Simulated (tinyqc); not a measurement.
Deep-level transient spectroscopy (DLTS) of one majority-carrier trap. A temperature scan through the peak. Computed by tinyqc, a small Python program. Command: `OMP_NUM_THREADS=1 python tinyqc.py 3031506 3031507 out.jsonl dlts sweep`. One thread of a shared host (Intel(R) Xeon(R) Processor @ 2.30GHz), about 0.03 s of CPU time with the checks.

A filling pulse loads the traps in a one-sided junction; under reverse bias they empty at the rate e, and the capacitance relaxes as C(t) = C_0 - dC exp(-e t). The signal is S = [C(t_2) - C(t_1)]/dC.

Inputs (values chosen for the exercise, for a model semiconductor):

| quantity | value | unit |
|---|---|---|
| density-of-states mass m | 0.314 | m_0 |
| valleys M | 1 | - |
| trap depth E_t | 0.77 | eV |
| cross-section sigma_0 | 8.6e-15 | cm^2 |
| degeneracy ratio g | 1 | - |
| gate time t_1 | 0.003 | s |
| ratio t_2/t_1 | 10 | - |
| capture barrier E_b | 0.096 | eV |

Carriers: electrons. Extra term: capture barrier.

Constants: k_B = 8.617333262e-05 eV/K; k_B = 1.380649e-23 J/K; m_0 = 9.1093837015e-31 kg; h = 6.62607015e-34 J s.

Method. e = g sigma v N_b exp(-E/k_B T), v = sqrt(3 k_B T/m), N_b = 2 M (2 pi m k_B T/h^2)^(3/2), sigma = sigma_0 exp(-E_b/k_B T), E = E_t. S(e) = exp(-e t_1) - exp(-e t_2) peaks at the rate window e_0 = ln(t_2/t_1)/(t_2 - t_1).

One run for each value:

| temperature T (K) | emission rate e (1/s) | signal at T |
|---|---|---|
| 357 | 6.6706e-01 | 1.7814e-02 |
| 371 | 2.0841e+00 | 5.4375e-02 |
| 384 | 5.5858e+00 | 1.3767e-01 |
| 398 | 1.5066e+01 | 3.1944e-01 |
| 411 | 3.5708e+01 | 5.5583e-01 |
| 425 | 8.5441e+01 | 6.9684e-01 |
| 439 | 1.9378e+02 | 5.5616e-01 |
| 452 | 3.9682e+02 | 3.0407e-01 |
| 466 | 8.2258e+02 | 8.4775e-02 |
| 479 | 1.5605e+03 | 9.2650e-03 |
| 493 | 2.9994e+03 | 1.2363e-04 |

What does the table show, and why?

Over the rows, emission rate e (1/s) rises from 0.667 to 3000 (exponent d ln y / d ln x 30 between the first rows and 23 between the last); signal at T goes from 0.0178 through a maximum among these rows, 0.697 at 425, to 1.24e-4. The signal peaks where e equals the rate window.

Extremes, crossings and ranges named in words are read from the listed rows.
